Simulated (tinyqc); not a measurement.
Doping from resistivity.

Question. A uniform, uncompensated and fully ionised sample has rho = 1/(q N mu), mu = m1 + (m2 (T/300 K)^(-bt) - m1)/(1 + (N/Nr)^am). Find N, mu and the diffusion coefficient mu Vt.

Inputs (values chosen for the exercise):
- T = 400 K (temperature)
- m1 = 16.2 cm^2/(V s) (mobility limit at high doping)
- m2 = 126 cm^2/(V s) (mobility limit at low doping, at 300 K)
- Nr = 1.78e19 cm^-3 (reference doping of the mobility law)
- am = 0.352 (exponent of the mobility law)
- bt = 2.5 (temperature exponent of m2)

Constants: q = 1.602176634e-19 C, kB = 1.380649e-23 J/K, Vt = kB T/q. Results are converted to the units shown.

resistivity = 24.012198 ohm cm

Answer. With am below 1 the product N mu rises steadily with N, so one doping matches; it is found by iterating N = 1/(q rho mu(N)).

N = 4.40e15 cm^-3
mu = 59.1 cm^2/(V s)
diffusion coefficient = 2.04 cm^2/s

tinyqc, about 0.01 s, one thread, Intel Xeon 2.30GHz (shared host): `OMP_NUM_THREADS=1 python tinyqc.py 2110003 2110004 out.jsonl`
